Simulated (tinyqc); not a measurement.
Worked calculation: six-band hole subbands of a thin body in a field. Values are carried at full precision from step to step, so a last printed digit may differ when a step is redone from the rounded ones.

Constants: hbar^2/2m0 = 3.80998211 eV angstrom^2.

Inputs chosen for the exercise (near those of a p-type Si channel; the results hold for these values, not for the real material):
```
symbol  value                 unit        meaning
S       (7.73, -2.16, 12.38)  1/TPa       compliances s11, s12, s44
sx      1                     GPa         stress along the channel [1-10], negative in compression
b       -2.11                 eV          tetragonal potential
d       -4.72                 eV          trigonal potential
g1      4.28                              Luttinger gamma1
g2      0.34                              gamma2
g3      1.45                              gamma3
face    001                               surface
Dso     0.044                 eV          spin-orbit splitting
t       50                    angstrom    body thickness
F       0.8                   MV/cm       field across the body
kmax    0.1                   1/angstrom  end of the path
```

## Strain and its block

exx = eyy = (s11 + s12) sx/2, ezz = s12 sx, exy = -s44 sx/4 (1 GPa/TPa = 1e-3). With e0 the traceless part, B_XX = 2b e0xx - b (e0yy + e0zz) and B_XY = sqrt(3) d exy.

strain:
```
           x          y          z
x   0.002785  -0.003095          0
y  -0.003095   0.002785          0
z          0          0  -0.002160
```

B (eV):
```
          X         Y        Z
X  -0.01043   0.02530        0
Y   0.02530  -0.01043        0
Z         0         0  0.02087
```

## Confinement masses without spin-orbit coupling

C(n n^T)/c has C_XX = (g1 + 4 g2) nx^2 + (g1 - 2 g2)(ny^2 + nz^2) and C_XY = 6 g3 nx ny, n the unit normal; its eigenvalues are the inverse masses along n.

C(n n^T)/c:
```
        X       Y       Z
X  3.6000       0       0
Y       0  3.6000       0
Z       0       0  5.6400
```

masses (m0): 0.2778  0.2778  0.1773

## The matrix for one sine at q = 0

Basis X, Y, Z times spin, hole energies counted downwards from the unstrained edge (the hydrostatic shift is left out), c = hbar^2/2m0. For a symmetric tensor T let C(T) have C_XX = L Txx + M (Tyy + Tzz), C_XY = N Txy (cyclic), L = c (g1 + 4 g2), M = c (g1 - 2 g2), N = 6 c g3. k = q + kz n, n the unit normal, q = k1 u + k2 v with u along the channel [1-10] and v = n x u. H = C(k k^T) + (Dso/3)(1 - L.sigma) - B + e F z with (L_k)_ij = -i epsilon_kij; B is the block C built from the traceless strain with 2b, -b and sqrt(3) d in place of L, M, N. Strain: exx = eyy = (s11 + s12) sx/2, ezz = s12 sx, exy = -s44 sx/4. Hard walls at z = 0 and t; basis sin(j pi z/t), j = 1 to Nz: kz^2 = (j pi/t)^2, kz = -i D with D_jl = 4 j l/(t (j^2 - l^2)), z_jj = t/2 and z_jl = -8 t j l/(pi (j^2 - l^2))^2 for j + l odd; 1 MV/cm = 0.01 eV/angstrom.

Nz = 1, in meV.

H (meV):
```
               X+             Y+      Z+             X-             Y-      Z-
X+         279.25  -25.30+14.67i       0              0              0  -14.67
Y+  -25.30-14.67i         279.25       0              0              0  14.67i
Z+              0              0  278.63          14.67        -14.67i       0
X-              0              0   14.67         279.25  -25.30-14.67i       0
Y-              0              0  14.67i  -25.30+14.67i         279.25       0
Z-         -14.67        -14.67i       0              0              0  278.63
```

## Its levels

Diagonalise; the levels come in pairs. Give each pair and its weights on X, Y, Z, summed over spin and averaged over the pair.

levels (meV): 246.09  273.82  317.22

weights:
```
   pair 1  pair 2  pair 3
X   0.438   0.157   0.405
Y   0.438   0.157   0.405
Z   0.124   0.686   0.190
```

## More sines

The four lowest pairs at q = 0.

Hole energies (meV):
```
Nz  pair 1  pair 2  pair 3  pair 4
1   246.09  273.82  317.22       -
2   219.60  252.19  291.61  438.83
4   217.84  251.15  290.02  418.52
8   217.83  251.15  290.01  418.45
16  217.83  251.15  290.01  418.45
```

One sine is 28.26 meV off in the top subband, since the field mixes the sines. The second pair lies 33.3 meV deeper.

## Dispersion of the top subband

Nz = 14; the two lowest levels (spin-split where the field breaks inversion), in meV from their value at q = 0.

Energies (meV):
```
|q| (1/angstrom)    u a    u b    v a    v b  [100] a  [100] b
0.025              0.37   1.26   7.96  14.61     3.96     8.45
0.050              2.69   3.79  21.90  27.04    14.02    26.64
0.075              7.37   8.10  34.12  35.04    22.20    28.50
0.100             13.68  13.97  53.57  53.84    32.57    35.73
```

From the mean of each pair in the first row, c q^2/E gives 2.92 m0 along u, 0.21 m0 along v and 0.38 m0 along [100]. The largest distance between a and b in the table is 12.62 meV. These masses hold for the first row only: the band bends further out.

## Checks

- Top level at q = 0 on (001) without field and stress against c (g1 - 2 g2)(pi/t)^2, eV: both 0.05415.
- Hermiticity, and E(q) against E(-q): they agree to 1e-10 or better.

(tinyqc, `OMP_NUM_THREADS=1 python tinyqc.py 1282111 1282112 out.jsonl`, Intel(R) Xeon(R) Processor @ 2.30GHz, 1 thread, shared host, about 0.4 s.)
